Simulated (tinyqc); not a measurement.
Changing the cooling rate: thermal stress and diffusional relaxation in a metal film: Coble and Nabarro-Herring creep, cooling and holds. Computed by tinyqc, a small Python program. Command: `OMP_NUM_THREADS=1 python tinyqc.py 3031327 3031328 out.jsonl creep sweep`. One thread of a shared host (Intel(R) Xeon(R) Processor @ 2.30GHz), about 0.1 s of CPU time with the checks.

A thin film on a rigid substrate is stress-free at T0. Tension is positive and the film creeps linearly: d sigma/dt = -M (mismatch) dT/dt - sigma/tau.

Inputs (values chosen for the exercise, modelled on copper films on silicon):

| quantity | value | unit |
|---|---|---|
| biaxial modulus M | 200 | GPa |
| expansion mismatch | 14.7 | 1e-6/K |
| atomic volume Omega | 11.8 | angstrom^3 |
| lattice prefactor D0 | 2.3e-05 | m^2/s |
| lattice energy E | 2.04 | eV |
| boundary prefactor (delta D_b)0 | 5.8e-15 | m^3/s |
| boundary energy E_b | 1.09 | eV |
| grain size d | 1 | um |
| stress-free temperature T0 | 350 | C |
| hold temperature T | 200 | C |

Constants: k_B = 1.380649e-23 J/K; k_B = 8.617333262e-05 eV/K.

Method:
- Thermoelastic slope = M x mismatch; sigma_0 = slope x (T0 - T).
- Creep rate per stress: Nabarro-Herring 14 D Omega/(k_B T d^2), Coble (14 pi) delta D_b Omega/(k_B T d^3), with D = D0 exp(-E/(k_B T)), delta D_b = (delta D_b)0 exp(-E_b/(k_B T)); 1/tau = M x (sum of both)/2 (biaxial strain rate is half the uniaxial one).
- Temperatures in kelvin are T(C) + 273.15.
- Cooling from T0 at the constant rate: d sigma/dT = -slope + sigma/(tau(T) x rate), integrated to 25 C (stiff solver, tolerance 1e-9).
- Effective stress-free temperature T_eff = 25 C + sigma/slope.

One run for each value:

| cooling rate (C/min) | stress at 25 C (MPa) | effective stress-free temperature (C) |
|---|---|---|
| 0.03 | 426.2 | 170.0 |
| 0.1 | 481.6 | 188.8 |
| 0.4 | 551.5 | 212.6 |
| 1 | 601.8 | 229.7 |
| 5 | 698.9 | 262.7 |
| 20 | 793.2 | 294.8 |
| 70 | 877.4 | 323.4 |
| 300 | 932.6 | 342.2 |
| 1000 | 948.2 | 347.5 |

Describe and explain the trends.

Over the rows, stress at 25 C (MPa) rises from 426 to 948 (exponent d ln y / d ln x 0.10 between the first rows and 0.014 between the last). At the high end the exponent of stress at 25 C is 0.01, close to 0: creep has little time during cooling. Slower cooling lets the film creep to a lower temperature before the stress freezes in.

Caution (all rows): bulk creep laws overstate relaxation in a bonded film, and dislocation glide would cap stresses above the yield stress.
